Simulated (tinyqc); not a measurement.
Cahn-Hilliard equation on a periodic one-dimensional grid: one step, computed by the program tinyqc. Command: `OMP_NUM_THREADS=1 python tinyqc.py 3015078 3015079 out.jsonl cahn walk`. One thread of a shared host (Intel(R) Xeon(R) Processor @ 2.30GHz), about 0.02 s of CPU time with the checks.

Free energy F = h sum_j [A (c_j^2 - 1)^2/4 + (kappa/2) ((c_(j+1) - c_j)/h)^2]; dc/dt = Lap(mu), mu = A (c^3 - c) - kappa Lap(c), Lap(y)_j = (y_(j+1) - 2 y_j + y_(j-1))/h^2, mobility 1; the grid has n = 12 points.

Question. The first step. Start: c_j = c0 + amplitude x (z_j - mean of z). With Fourier components y_m = sum_j y_j exp(-2 pi i j m/n): c_m(new) = [c_m - dt lambda_m N_m]/(1 + dt kappa lambda_m^2), N = A (c^3 - c), lambda_m = (4/h^2) sin^2(pi m/n).

Inputs (values chosen for the exercise, in reduced units):
```
quantity                    value  unit
spacing h                     1.1     -
well depth A                  1.2     -
gradient coefficient kappa    1.2     -
mean composition c0         0.093     -
noise amplitude              0.05     -
time step dt                 0.19     -
```

Scheme: semi-implicit Fourier.

random numbers: -0.089  -0.705  0.289  0.730  -0.514  0.164  -0.082  -0.389  0.050  0.370  0.675  0.050

Give: c at the start; mu at the start; c after one step; F at the start; F after one step.

Answer.

c at the start: 0.0863  0.0555  0.1052  0.1272  0.0650  0.0989  0.0866  0.0713  0.0932  0.1092  0.1245  0.0932

mu at the start: -0.0791  -0.1462  -0.0974  -0.0666  -0.1730  -0.0717  -0.1001  -0.1221  -0.1050  -0.1287  -0.1009  -0.1350

c after one step: 0.0801  0.0625  0.1029  0.1194  0.0775  0.0923  0.0849  0.0738  0.0918  0.1117  0.1221  0.0970

F at the start = 3.895

F after one step = 3.893
